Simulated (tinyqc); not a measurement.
X-ray photoelectron analysis of a thin oxide on a semiconductor: attenuation lengths, thickness, angle series and band offsets. Changing the emission angle from the normal. Computed by tinyqc, a small Python program. Command: `OMP_NUM_THREADS=1 python tinyqc.py 3114318 3114319 out.jsonl xps sweep`. One thread of a shared host (Intel(R) Xeon(R) Processor @ 2.30GHz), about 0.01 s of CPU time with the checks.

The same element is seen in the oxide and in the substrate, at nearly the same kinetic energy; films are flat and uniform, and the work function is ignored.

Inputs (values chosen for the exercise, modelled on SiO2 on silicon):
```
quantity                                          value    unit
photon energy                                       650      eV
binding energy of the core level                   99.4      eV
oxide density                                      2.17  g/cm^3
oxide formula mass                                60.08   g/mol
valence electrons per oxide formula                  16       -
oxide gap                                          8.87      eV
substrate density                                  2.33  g/cm^3
substrate formula mass                            28.09   g/mol
valence electrons per substrate formula               4       -
substrate gap                                      1.12      eV
oxide thickness d                                   1.8      nm
attenuation length over inelastic mean free path    0.9       -
carbon overlayer                                   0.94      nm
counts in the two peaks together                  20000       -
```

Method:
- TPP-2M: lambda = E/(E_p^2 [b ln(c E) - C/E + D/E^2]) in angstrom, E_p = 28.8 sqrt(N_v rho/M), b = -0.10 + 0.944/sqrt(E_p^2 + E_g^2) + 0.069 rho^0.1, c = 0.191/sqrt(rho), U = N_v rho/M, C = 1.97 - 0.91 U, D = 53.4 - 20.8 U, with E = photon energy less binding energy in eV.
- Attenuation length L = factor x lambda.
- R_0 = (rho_o/M_o) L_o/((rho_s/M_s) L_s); peak ratio R = I_ox/I_sub = R_0 [exp(d/(L_o cos theta)) - 1]; hence d = L_o cos theta ln(1 + R/R_0). A carbon layer weakens both peaks alike, by exp(-d_C/(L_o cos theta)) if its L is taken equal to L_o. This R_0 leaves out intrinsic losses from the substrate peak, so calibrated values can be larger.
- With x = d/(L_o cos theta): d ln d/d ln R = (1 - exp(-x))/x = -d ln d/d ln R_0; counting error of R = 1/sqrt(N f (1 - f)), f the oxide share, which times the sensitivity gives that of d; an angle error adds tan(theta) d theta; d is proportional to L_o at fixed R_0. Assumed errors: 5 % in R_0, 1 degree, 5 % in L_o.

One run for each value:
```
emission angle from the normal (degrees)  ratio R  depth 3 L_o cos theta (nm)  angle (%)  attenuation by carbon
0                                            1.01                       5.213      0.000                 0.5822
9                                            1.03                       5.149      0.276                 0.5783
18                                           1.09                       4.958      0.567                 0.5662
27                                           1.22                       4.645      0.889                 0.5449
36                                           1.44                       4.218      1.268                 0.5124
45                                           1.85                       3.686      1.745                 0.4653
54                                           2.68                       3.064      2.402                 0.3984
63                                           4.88                       2.367      3.425                 0.3038
72                                          15.29                       1.611      5.372                 0.1737
```

Describe the trends.

Over the rows, ratio R rises from 1.01 to 15.3; depth 3 L_o cos theta (nm) falls from 5.21 to 1.61; angle (%) rises from 0 to 5.37.

Caution (rows 63.0, 72.0): beyond about 60 degrees elastic scattering and roughness make a single attenuation length unreliable.

Extremes, crossings and ranges named in words are read from the listed rows.
